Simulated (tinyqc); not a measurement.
Resistivity of narrow wires: free and nearly free electrons in a metal.

The cubic cell holds 4 atoms: n = 4 z/a^3, kF = (3 pi^2 n)^(1/3), EF = c kF^2/m, vF = 2 c kF/(m hbar), c = hbar^2/2m0; rs = (3/(4 pi n))^(1/3)/a0; D(EF) = 3 n/(2 EF).

Square wire of width w with grain size w: rho/rho0 = 1/(1 - 3 al/2 + 3 al^2 - 3 al^3 ln(1 + 1/al)) + (3/4) (1 - p) l/w, with al = (l/w) Rg/(1 - Rg) (Mayadas-Shatzkes plus the thick-wire form of Fuchs-Sondheimer); l = hbar kF/(n e^2 rho), e = 1.602176634e-19 C.

Constants: hbar^2/2m0 = 3.80998211 eV angstrom^2; hbar = 6.58211957e-16 eV s; a0 (Bohr radius) = 0.5291772105 angstrom.

Values chosen for the exercise (near those of Co, whose d bands this model ignores; the results hold for these values, not for the real material): a = 3.538 angstrom (fcc lattice constant); z = 2 (free electrons an atom); m = 1 m0 (mass); rho = 6.84 micro-ohm cm (bulk resistivity); p = 0 (specularity of the surfaces); Rg = 0.4 (reflection at grain boundaries).

Wires:
```
w (nm)     al  grain term (factor - 1)  surface term  rho (micro-ohm cm)
200     0.019                    0.029         0.022                7.19
100     0.039                    0.057         0.044                7.53
50      0.078                    0.114         0.087                8.21
30      0.129                    0.187         0.145                9.12
20      0.194                    0.278         0.218               10.24
10      0.388                    0.547         0.436               13.56
7       0.554                    0.774         0.623               16.40
```

Give the missing row, w (nm) = 14.

Computed row:
```
w (nm)     al  grain term (factor - 1)  surface term  rho (micro-ohm cm)
14      0.277                    0.394         0.312               11.67
```

l = 5.81 nm

At 7 nm the resistivity is 2.40 times the bulk value; grain boundaries add more (0.77 from grains, 0.62 from surfaces). It passes twice the bulk value between 10 and 7 nm. 

tinyqc: `OMP_NUM_THREADS=1 python tinyqc.py 1652770 1652771 out.jsonl`; about 0.01 s, one thread, shared Intel(R) Xeon(R) Processor @ 2.30GHz.
